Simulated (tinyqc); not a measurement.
# n-type polysilicon, carrier trapping at grain boundaries: what changes with what

One-dimensional grains of size Lg, uniform ionised doping N, monovalent traps Qt at each boundary at a depth Et below (for electrons) or above (for holes) the band edge there, abrupt depletion of width W on each side of a boundary, Boltzmann statistics. xi is the distance from the band edge at the grain centre to the Fermi level. Trapped charge Qt/(1 + exp((xi + VB - Et)/Vt)) = 2 N W, barrier VB = q N W^2/(2 eps0 eps_r).

Inputs (values chosen for the exercise); values of the order met in polycrystalline silicon:
- T = 300 K (temperature)
- eps_r = 11.7 (relative permittivity)
- NB = 2.8e19 cm^-3 (conduction-band density of states at T)
- Lg = 61 nm (grain size)
- Qt = 6.4e11 cm^-2 (trap density of a grain boundary)
- Et = 0.36 eV (depth of the trap level from the majority band edge at the boundary)
- ms = 0.33 m0 (mass for thermionic emission)
- fe = 1 (correction factor of the emission rate)
- mug = 130 cm^2/(V s) (mobility inside the grains)
- N = 4.8e16 cm^-3 (doping)

Constants: q = 1.602176634e-19 C, kB = 1.380649e-23 J/K, m0 = 9.1093837015e-31 kg, Vt = kB T/q, eps0 = 8.8541878128e-14 F/cm where lengths are in cm. Results are converted to the units shown.

Each table varies one quantity; the others keep the values above.

## Effect of the doping

If the trap equation with xi = Vt ln(NB/N) has a root W < Lg/2, the grain is partly depleted; otherwise W = Lg/2 and the trap equation gives xi = Et - VB + Vt ln(Qt/(N Lg) - 1). N* = Qt/Lg. n0 = NB exp(-xi/Vt); mean density n0 (1 - 2 W/Lg) by charge balance in a partly depleted grain, and n0 (sqrt(pi)/2) erf(u)/u with u = sqrt(VB/Vt) in a fully depleted one; v = sqrt(kB T/(2 pi ms m0)); barrier resistivity Vt exp(VB/Vt)/(q fe n0 v Lg); grain resistivity (1 - 2 W/Lg)/(q n0 mug); effective mobility 1/(q mean density total resistivity). Rows with xi above 0.45 V, towards mid-gap, are left out, since the other carrier type is ignored.

Results:
```
N (cm^-3)	N/N*	depleted share 2 W/Lg	VB (V)	xi (V)	mean density (cm^-3)	resistivity (ohm cm)	effective mobility (cm^2/(V s))
5.2e15	0.04956	1.000	0.003741	0.4326	1.442e12	4318	1002
1.1e16	0.1048	1.000	0.007913	0.4075	3.618e12	1923	897.3
2.3e16	0.2192	1.000	0.01655	0.3763	1.098e13	802.0	708.7
4.9e16	0.4670	1.000	0.03525	0.3282	5.879e13	257.0	413.1
1e17	0.9531	1.000	0.07194	0.2102	4.299e15	11.07	131.1
2.2e17	2.097	0.4767	0.03596	0.1253	1.151e17	0.2174	249.4
4.5e17	4.289	0.2331	0.01759	0.1068	3.451e17	0.1066	169.7
9.5e17	9.055	0.1104	0.008335	0.08747	8.451e17	0.05317	138.9
4.2e18	40.03	0.02498	0.001885	0.04904	4.095e18	0.01259	121.0
```

Estimate the missing row, N = 2e18 cm^-3.

Computed row:
```
N (cm^-3)	N/N*	depleted share 2 W/Lg	VB (V)	xi (V)	mean density (cm^-3)	resistivity (ohm cm)	effective mobility (cm^2/(V s))
2e18	19.06	0.05246	0.003959	0.06822	1.895e18	0.02604	126.5
```

With this row back in the table: As N goes from 5.2e15 to 4.2e18, VB goes from 0.00374 through a maximum of 0.0719 (at N = 1e17 among the rows listed) to 0.00189 V, the resistivity falls from 4320 to 0.0126 ohm cm and the effective mobility moves up and down between 121 and 1000 cm^2/(V s). The steepest fall of the resistivity among the rows, as N^(-5.0), lies between N = 1e17 and 2.2e17 cm^-3; N* = 1.05e17 cm^-3. While the grain is fully depleted VB grows as N; once the traps are full it falls as 1/N. For N = 4.2e18 xi is under 2.5 Vt, where Boltzmann statistics begin to fail. For N = 5.2e15, 1.1e16, 2.3e16, 4.5e17, 9.5e17, 2e18, 4.2e18 VB is below Vt, where abrupt depletion and thermionic emission are rough. For N = 5.2e15, 1.1e16, 2.3e16, 4.9e16, 1e17, 2.2e17, 4.5e17, 9.5e17 the effective mobility exceeds mug, since drift through the depleted part of the grain is left out.

## Effect of the trap density of a grain boundary

Same model as above.

N* = Qt/Lg.

Results:
```
Qt (cm^-2)	N/N*	depleted share 2 W/Lg	VB (V)	xi (V)	mean density (cm^-3)	resistivity (ohm cm)	effective mobility (cm^2/(V s))
2e11	1.4640	0.68240	0.016079	0.16465	1.5245e16	0.53687	762.59
3.4e11	0.86118	1.0000	0.034529	0.27829	4.0739e14	36.299	422.08
5.7e11	0.51368	1.0000	0.034529	0.32406	6.9368e13	213.18	422.08
1.6e12	0.18300	1.0000	0.034529	0.36415	1.4710e13	1005.3	422.08
2.8e12	0.10457	1.0000	0.034529	0.38099	7.6694e12	1928.1	422.08
4.7e12	0.062298	1.0000	0.034529	0.39557	4.3630e12	3389.3	422.08
8e12	0.036600	1.0000	0.034529	0.41002	2.4949e12	5927.1	422.08
```

Estimate the missing row, Qt = 9.7e11 cm^-2.

Computed row:
```
Qt (cm^-2)	N/N*	depleted share 2 W/Lg	VB (V)	xi (V)	mean density (cm^-3)	resistivity (ohm cm)	effective mobility (cm^2/(V s))
9.7e11	0.30186	1.0000	0.034529	0.34715	2.8395e13	520.79	422.08
```

With this row back in the table: As Qt goes from 2e11 to 8e12, VB rises from 0.0161 to 0.0345 V, the resistivity rises from 0.537 to 5930 ohm cm and the effective mobility falls from 763 to 422 cm^2/(V s). For Qt = 2e11 VB is below Vt, where abrupt depletion and thermionic emission are rough. For Qt = 2e11 the grain is near the changeover between partial and full depletion, within a few Debye lengths, where both limits are rough. In every row the effective mobility exceeds mug, since drift through the depleted part of the grain is left out.

Computed by the program tinyqc: `OMP_NUM_THREADS=1 python tinyqc.py 2830235 2830236 out.jsonl`, one thread of a shared Intel Xeon 2.30GHz, about 0.01 s for the whole run.
